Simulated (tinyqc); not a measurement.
Jacobi rotations on a symmetric matrix, step by step. Computed by tinyqc, a small Python program that keeps every step. Settings: method = jacobi. Command: `OMP_NUM_THREADS=1 python tinyqc.py 22446 22447 out.jsonl` (the two numbers bound the seeds that draw the settings). One thread of a shared host (Intel(R) Xeon(R) Processor @ 2.60GHz), about 0.01 s of CPU time with the checks.

## Jacobi rotation 1

A, lower triangle:
```
           1          2          3         4
1   0.052000
2  -0.413000   0.080000
3   1.172000  -1.267000   0.688000
4   0.066000   0.038000  -0.515000  0.932000
```

Take the largest off-diagonal element A_pq; tan 2 theta = 2 A_pq / (A_qq - A_pp) with |theta| <= pi/4; A' = J^T A J with J_pp = J_qq = cos, J_pq = sin, J_qp = -sin.

p, q, theta (rad): 2.000000  3.000000  -0.667656

A', lower triangle:
```
          1          2          3         4
1  0.052000
2  0.401321  -0.918960
3  1.176050   0.000000   1.686960
4  0.066000  -0.289020  -0.427944  0.932000
```

## Jacobi rotation 2

As before.

p, q, theta (rad): 1.000000  3.000000  0.481681

A', lower triangle:
```
           1          2          3         4
1  -0.562780
2   0.355658  -0.918960
3   0.000000   0.185920   2.301740
4   0.256744  -0.289020  -0.348676  0.932000
```

## All rotations

The off-diagonal norm falls at every rotation.

Rotations:

| step | p | q | theta | off-diagonal norm |
|---|---|---|---|---|
| 1 | 2 | 3 | -0.667656 | 1.91e+00 |
| 2 | 1 | 3 | 0.481681 | 9.30e-01 |
| 3 | 1 | 2 | -0.553281 | 7.82e-01 |
| 4 | 2 | 4 | -0.176233 | 5.67e-01 |
| 5 | 3 | 4 | 0.259011 | 2.14e-01 |
| 6 | 2 | 3 | 0.025334 | 1.71e-01 |
| 7 | 1 | 4 | 0.070530 | 1.16e-01 |
| 8 | 1 | 3 | 0.028202 | 3.79e-02 |
| 9 | 2 | 4 | 0.011737 | 1.42e-02 |
| 10 | 1 | 2 | -0.009289 | 8.64e-03 |
| 11 | 3 | 4 | -0.004078 | 2.43e-04 |
| 12 | 2 | 3 | 0.000042 | 1.11e-04 |
| 13 | 1 | 4 | -0.000062 | 1.56e-06 |
| 14 | 1 | 3 | 4.00e-07 | 1.50e-07 |
| 15 | 2 | 4 | 5.01e-08 | 1.07e-10 |

eigenvalues: -1.209123  -0.351476  0.908022  2.404577
